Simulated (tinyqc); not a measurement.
# Series resistance and length offset from two lengths at two overdrives

Problem. In strong inversion R W = Rsd + k(x)(L - dL), k(x) = (1 + th1 x)/(mu0 Cox x), x the overdrive, Cox = eps0 eox/tox, with Rsd and dL independent of x. Find dL, Rsd, mu0 and th1.

Parameters, values chosen for the exercise:
```
symbol  value  unit                                                                 meaning
eox       3.9        relative permittivity of the gate insulator (close to silicon dioxide)
tox       1.9    nm                                                     insulator thickness
```

Constants: eps0 = 8.8541878128e-14 F/cm where lengths are in cm. Results are converted to the units shown.

total resistance times width (ohm um):
```
                  L = 0.07 um  L = 0.31 um
overdrive 0.47 V   1123.20673   3355.58904
overdrive 1.1 V    777.648117   1772.20854
```

Answer. At each overdrive R W is a straight line in L; the two lines cross at L = dL, R W = Rsd. Their slopes give k x = (1 + th1 x)/(mu0 Cox), a straight line in x.

dL = 0.00300 um
Rsd = 500 ohm um
mu0 = 130 cm^2/(V s)
th1 = 0.0700 1/V

tinyqc, about 0.01 s, one thread, Intel Xeon 2.30GHz (shared host): `OMP_NUM_THREADS=1 python tinyqc.py 2210156 2210157 out.jsonl`
